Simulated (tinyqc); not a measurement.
Capacitance measurement on a leaky thin oxide: effects of series resistance and leakage: one step of the calculation.

The device is a capacitance C in parallel with a leakage conductance G, in series with Rs and Ls. An impedance meter reports either a parallel pair (Cp, Gp) from Y = 1/Z = Gp + i w Cp or a series pair (Cs, Rm) from Z = Rm + 1/(i w Cs); w = 2 pi f, dissipation D = Gp/(w |Cp|).

Task. True capacitance and conductance. EOT = 3.9 tox/eox; CET = EOT + zc + zp; C = 3.9 eps0 A/CET; G = Jg A/Vs.

Values chosen for this exercise; values of the order met in thin-oxide MOS capacitors: relative permittivity of the gate insulator (close to zirconium oxide) eox = 25.5; insulator thickness tox = 8.1 nm; gate area A = 10000 um^2; oxide-equivalent thickness added by the accumulation layer zc = 0.56 nm; oxide-equivalent thickness added by gate depletion zp = 0 nm; gate leakage current density, not matched to the thickness Jg = 0.25 A/cm^2; voltage for an e-fold rise of the leakage Vs = 0.18 V.

Constants: eps0 = 8.8541878128e-14 F/cm where lengths are in cm. Results are converted to the units shown.

Wanted: EOT; CET; C; G.

Result.

EOT = 1.2388 nm
CET = 1.7988 nm
C = 191.97 pF
G = 138.89 uS

Program tinyqc, `OMP_NUM_THREADS=1 python tinyqc.py 2022025 2022026 out.jsonl`; Intel Xeon 2.30GHz, shared host, one thread, about 0.01 s.
